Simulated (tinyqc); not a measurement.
Worked calculation: plane-wave Kohn-Sham cycle with exchange-only LDA in a layered model solid. Computed by tinyqc, a small Python program that keeps every step. Settings: points = 16, plane-wave index or count = 2, electrons = 4, k points = 3, area = 15.0, mixing = 1.0, iteration cap = 79. Command: `OMP_NUM_THREADS=1 python tinyqc.py 20742 20743 out.jsonl` (the two numbers bound the seeds that draw the settings). One thread of a shared host (Intel(R) Xeon(R) Processor @ 2.60GHz), about 0.04 s of CPU time with the checks.

A solid whose potential varies along x alone (atomic units):
```
parameter                      value
period a                   17.300000
cross-section of the cell  15.000000
electrons per cell                 4
grid points                       16
plane waves -n..n, n               2
k points                           3
V1 in V1 cos(2 pi x/a)     -0.720000
V2 in V2 cos(4 pi x/a)     -0.220000
```

Stop when sqrt(dV sum R^2) is below 1e-8, dV = a A/N.

Course of the cycle:
```
iteration  E (hartree)  norm of the residual
1           -2.3637012              2.48e-01
2           -5.8806642              4.84e-01
3           -9.8021803              4.85e-01
4           -5.9507111              4.85e-01
5           -9.8016829              4.85e-01
6           -5.9507161              4.85e-01
7           -9.8016831              4.85e-01
8           -5.9507161              4.85e-01
9           -9.8016831              4.85e-01
10          -5.9507161              4.85e-01
11          -9.8016831              4.85e-01
...                ...                   ...
69          -9.8016831              4.85e-01
70          -5.9507161              4.85e-01
71          -9.8016831              4.85e-01
72          -5.9507161              4.85e-01
73          -9.8016831              4.85e-01
74          -5.9507161              4.85e-01
75          -9.8016831              4.85e-01
76          -5.9507161              4.85e-01
77          -9.8016831              4.85e-01
78          -5.9507161              4.85e-01
79          -9.8016831              4.85e-01
```

Can the last value be used, and what does the course show?

Not by the stop rule. Not converged within 79 iterations: the residual has stopped falling: the iteration swings between two states. Reruns (cap 100 unless said): mixing 0.1: not converged; mixing 0.5, Kerker q0 1.0: not converged; mixing 0.3, Pulay depth 5: not converged; the original settings with a cap of 400: not converged.
